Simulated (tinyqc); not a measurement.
# Metal-interlayer-semiconductor contact, depinning against tunnelling resistance: effects of single changes

Zero bias, n-type semiconductor. Gap states at the semiconductor surface thin out as exp(-be ti), which unpins the barrier; electrons must then cross the interlayer (a rectangular barrier, no voltage drop across it) and the parabolic depleted layer, both by WKB. Energies E are counted from the Fermi level; no image force, parabolic bands.

Parameters, values chosen for the exercise; semiconductor values close to those of 4H silicon carbide; interlayer mass of the order of that in zinc oxide, offset chosen freely: temperature T = 300 K; band gap Eg = 3.22 eV; relative permittivity eps_r = 9.93; electron affinity chi = 3.7 eV; conduction-band density of states at T Nc = 1.7e19 cm^-3; tunnelling mass in the semiconductor mt = 0.205 m0; Richardson mass mA = 0.367 m0; donor density Nd = 2e18 cm^-3; charge-neutrality level above the valence band E0 = 1.9 eV; pinning factor without interlayer S0 = 0.64; metal work function phiM = 3.95 eV; interlayer thickness ti = 0.3 nm; conduction-band offset of the interlayer above the semiconductor dE = 0.05 eV; tunnelling mass in the interlayer mi = 0.3 m0; decay constant of gap states through the interlayer be = 3.9 1/nm.

Constants: q = 1.602176634e-19 C, kB = 1.380649e-23 J/K, eps0 = 8.8541878128e-12 F/m, hbar = 1.054571817e-34 J s, h = 6.62607015e-34 J s, m0 = 9.1093837015e-31 kg, Vt = kB T/q, hbar^2/(2 m0) = 0.0380998212 eV nm^2. Results are converted to the units shown.

Each table varies one quantity; the others keep the values above.

## Contact resistivity against the interlayer thickness

S = 1/(1 + (1/S0 - 1) exp(-be ti)); phiB = S (phiM - chi) + (1 - S)(Eg - E0); xi = Ec - EF deep inside, from Nd = Nc F(-xi/Vt), F(x) = (2/sqrt(pi)) int_0^infinity sqrt(u) du/(1 + exp(u - x)); band bending U = phiB - xi; E00 = (hbar/2) sqrt(Nd/(eps0 eps_r mt m0)) in volts; A = 4 pi q mA m0 kB^2/h^3. With U = phiB - xi: for xi < E < phiB, y = (E - xi)/U and G1 = (U/E00) [sqrt(1 - y) - y ln((1 + sqrt(1 - y))/sqrt(y))], G1 = 0 above phiB; G2 = 2 ti sqrt(mi max(phiB + dE - E, 0)/C), C = hbar^2/(2 m0); f = 1/(1 + exp(E/Vt)); 1/rho_c = (A T^2/Vt^2) times the integral of exp(-G1 - G2) f over E from xi upwards. Shares under 0.001 % are printed as 0; rows without band bending are left out.

The same in every row: E00/Vt = 0.712.

Results:
```
ti (nm)	S	phiB (eV)	rho_c (ohm cm^2)	rho_c with G2 = 0 (ohm cm^2)	peak of the integrand (eV)	share above phiB (%)
0	0.640	0.635	1.51	1.51	0.418	0.495
0.2	0.795	0.469	0.0119	0.00727	0.321	2.02
0.6	0.949	0.305	1.34e-4	4.03e-5	0.228	9.63
0.8	0.976	0.276	7.41e-5	1.64e-5	0.214	14.3
1	0.989	0.262	6.56e-5	1.07e-5	0.210	19.0
1.2	0.995	0.256	7.26e-5	8.78e-6	0.211	23.9
1.4	0.998	0.253	8.86e-5	8.01e-6	0.215	29.2
1.6	0.999	0.251	1.12e-4	7.68e-6	0.220	35.1
```

Estimate the missing row, ti = 0.4 nm.

Computed row:
```
ti (nm)	S	phiB (eV)	rho_c (ohm cm^2)	rho_c with G2 = 0 (ohm cm^2)	peak of the integrand (eV)	share above phiB (%)
0.4	0.894	0.363	5.95e-4	2.49e-4	0.260	5.26
```

With this row back in the table: As ti goes from 0 to 1.6, phiB falls from 0.635 to 0.251 eV and rho_c goes from 1.51 through a minimum of 6.56e-5 (at ti = 1 among the rows listed) to 1.12e-4 ohm cm^2. At ti = 1 nm rho_c is 23000 times lower than without interlayer: up to there the falling barrier gains more than tunnelling through the layer costs, beyond it the layer dominates. The ratio of rho_c to its value with G2 = 0 runs from 1.00 to 14.5.

## Contact resistivity against the donor density

Same model as above.

The same in every row: S = 0.851; phiB (eV) = 0.409.

Contact resistivity against the donor density:
```
Nd (cm^-3)	E00/Vt	rho_c (ohm cm^2)	rho_c with G2 = 0 (ohm cm^2)	peak of the integrand (eV)	share above phiB (%)
5.7e17	0.380	0.0106	0.00648	0.372	17.2
1.4e18	0.596	0.00382	0.00204	0.320	6.17
3.2e18	0.900	8.08e-4	3.68e-4	0.231	1.31
7.7e18	1.40	7.45e-5	2.89e-5	0.113	0.120
1.8e19	2.14	5.71e-6	2.01e-6	0.0412	0.00923
4.4e19	3.34	5.16e-7	1.71e-7	0.00553	0
1.1e20	5.28	7.32e-8	2.31e-8	-0.0188	0
2.5e20	7.96	1.92e-8	5.75e-9	-0.0364	0
6e20	12.3	6.45e-9	1.81e-9	-0.0523	0
```

What does the comparison show?

As Nd goes from 5.7e17 to 6e20, phiB stays at 0.409 eV and rho_c falls from 0.0106 to 6.45e-9 ohm cm^2. rho_c goes as Nd^(-1.14) between the first two rows and Nd^(-1.25) between the last two, while E00/Vt goes from 0.380 to 12.3 and the share above the barrier from 17.2 to 0 %. The ratio of rho_c to its value with G2 = 0 runs from 1.64 to 3.56.

Computed by the program tinyqc: `OMP_NUM_THREADS=1 python tinyqc.py 2270127 2270128 out.jsonl`, one thread of a shared Intel Xeon 2.30GHz, about 0.04 s for the whole run.
